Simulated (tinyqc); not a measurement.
## Polarisation charge from two barrier thicknesses

Inverse problem. Voff = phiB - dEc - q sigma d/(eps0 eb). Find sigma, phiB - dEc and the thickness at which Voff = 0.

Constants: q = 1.602176634e-19 C, eps0 = 8.8541878128e-14 F/cm where lengths are in cm. Results are converted to the units shown.

Voff at d = 14 and 38 nm (V): -3.1832858  -9.8917758
eb = 9.253

Answer. Voff is a straight line in d: its slope is -q sigma/(eps0 eb) and its intercept phiB - dEc.

sigma = 1.429e13 cm^-2
phiB - dEc = 0.7300 V
thickness for Voff = 0 = 2.612 nm

Program tinyqc, `OMP_NUM_THREADS=1 python tinyqc.py 2180067 2180068 out.jsonl`; Intel Xeon 2.30GHz, shared host, one thread, about 0.01 s.
